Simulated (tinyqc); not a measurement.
UHF in the 3-21g basis, for H2, spin multiplicity 3, step by step. One step of it, computed by the program tinyqc.

Task: Orthogonalisation. S = U s U^T; symmetric (Loewdin) form X = U s^(-1/2) U^T, so that X^T S X = 1.

overlap S, order 1H 1s, 1H 2s, 2H 1s, 2H 2s:
$$\begin{pmatrix}
1.000000 & 0.645899 & 0.104437 & 0.299130 \\
0.645899 & 1.000000 & 0.299130 & 0.627307 \\
0.104437 & 0.299130 & 1.000000 & 0.645899 \\
0.299130 & 0.627307 & 0.645899 & 1.000000
\end{pmatrix}$$

Give: eigenvalues of S; X.

Result:

eigenvalues of S: [0.200, 0.385, 1.068, 2.346]

X, order 1H 1s, 1H 2s, 2H 1s, 2H 2s:
$$\begin{pmatrix}
1.240 & -0.484 & 0.020 & 0.023 \\
-0.484 & 1.494 & 0.023 & -0.490 \\
0.020 & 0.023 & 1.240 & -0.484 \\
0.023 & -0.490 & -0.484 & 1.494
\end{pmatrix}$$
